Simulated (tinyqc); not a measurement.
Biaxial strain splits the top of the valence band: sp3s* tight binding, strained.

sp3s* tight binding, nearest neighbours only: anion (a) at 0, cation (c) at a/4 (1,1,1), orbitals s, px, py, pz, s* on each; k in units of 2 pi/a. With phases e_j = exp(i (pi/2) k.n_j) for n = (1,1,1), (1,-1,-1), (-1,1,-1), (-1,-1,1): g0 = (e1+e2+e3+e4)/4, g1 = (e1+e2-e3-e4)/4, g2 = (e1-e2+e3-e4)/4, g3 = (e1-e2-e3+e4)/4. The diagonal holds the levels Esa, Epa, Exa (s*) and Esc, Epc, Exc. Anion-cation block: <sa|sc> = Vss g0; <sa|xc> = Vsapc g1; <xa|sc> = -Vscpa g1; <xa|xc> = Vxx g0; <xa|yc> = <ya|xc> = Vxy g3, <xa|zc> = <za|xc> = Vxy g2, <ya|zc> = <za|yc> = Vxy g1; <s*a|xc> = Vxapc g1; <xa|s*c> = -Vpaxc g1; y and z take g2 and g3 in place of g1; s-s* and s*-s* vanish.

Strain e moves each bond vector to d = (1 + e) d0 (no internal displacement for the diagonal strains used here) and k is given in fractions of the strained reciprocal cell, so the phases stay. Two-centre values Vss_sigma = Vss/4, Vsp_sigma = sqrt3 V/4 for each s-p and s*-p pair, Vpp_sigma = (Vxx + 2 Vxy)/4, Vpp_pi = (Vxx - Vxy)/4 are scaled by (d0/d)^eta and combined with the new direction cosines; the levels on the diagonal stay.

Parameters, chosen for this exercise (near a published set for diamond, fitted to gaps, whose masses and valley positions are rough; spin-orbit coupling, where it is added without a refit, lifts the valence top and shrinks all gaps by about a third of the splitting; not measured data): Esa = -4.479 eV (s level of the anion); Epa = 3.893 eV (p level of the anion); Esc = -4.479 eV (s level of the cation); Epc = 3.893 eV (p level of the cation); Exa = 11.427 eV (s* level of the anion); Exc = 11.427 eV (s* level of the cation); Vss = -22.417 eV (s-s); Vxx = 3.86 eV (px-px); Vxy = 11.77 eV (px-py); Vsapc = 15.411 eV (s anion, p cation); Vscpa = 15.411 eV (s cation, p anion); Vxapc = 8.225 eV (s* anion, p cation); Vpaxc = 8.225 eV (p anion, s* cation); eta = 1.8 (scaling exponent); D001 = 0.24 (ratio -ezz/exx).

No spin-orbit coupling; k = 0; exx = eyy = e, ezz = -D001 e. The four bonds keep equal lengths, and the sums over them give Vxx(e) for px and py and Vzz(e) for pz; each level is the lower root of [[Epa, V], [V, Epc]], and the s level the upper root of the s block. The shear potential b follows from E(x,y) - E(z) = 3 b (exx - ezz), taken as the slope between e = -0.005 and 0.005.

Couplings and levels at Gamma (eV):

| e | ezz | Vxx(e) | Vzz(e) | E(x,y) | E(z) | E(x,y) - E(z) (meV) | upper s level |
|---|---|---|---|---|---|---|---|
| -0.020 | 0.0048 | 3.7405 | 4.3462 | 0.1525 | -0.4532 | 605.8 | 18.4165 |
| -0.010 | 0.0024 | 3.8019 | 4.0992 | 0.0911 | -0.2062 | 297.3 | 18.1760 |
| -0.005 | 0.0012 | 3.8313 | 3.9786 | 0.0617 | -0.0856 | 147.3 | 18.0567 |
| 0.005 | -0.0012 | 3.8879 | 3.7433 | 0.0051 | 0.1497 | -144.6 | 17.8200 |
| 0.010 | -0.0024 | 3.9150 | 3.6284 | -0.0220 | 0.2646 | -286.5 | 17.7025 |
| 0.020 | -0.0048 | 3.9669 | 3.4043 | -0.0739 | 0.4887 | -562.6 | 17.4696 |

b = -7.847 eV

What can be read from this table?

Under tension in the plane (e > 0) the bonds tilt towards the plane, Vxx grows to 3.9150 and Vzz falls to 3.6284 eV at e = 0.01, and the pz state forms the top of the valence band, by 286.5 meV; under compression (e = -0.01) the px, py pair does, by 297.3 meV. The slope gives b = -7.85 eV, a rough value, since on-site strain terms are left out (measured values lie near -2 eV).

Program tinyqc; command `OMP_NUM_THREADS=1 python tinyqc.py 1481885 1481886 out.jsonl`; about 0.2 s on one thread of a shared Intel(R) Xeon(R) Processor @ 2.30GHz.
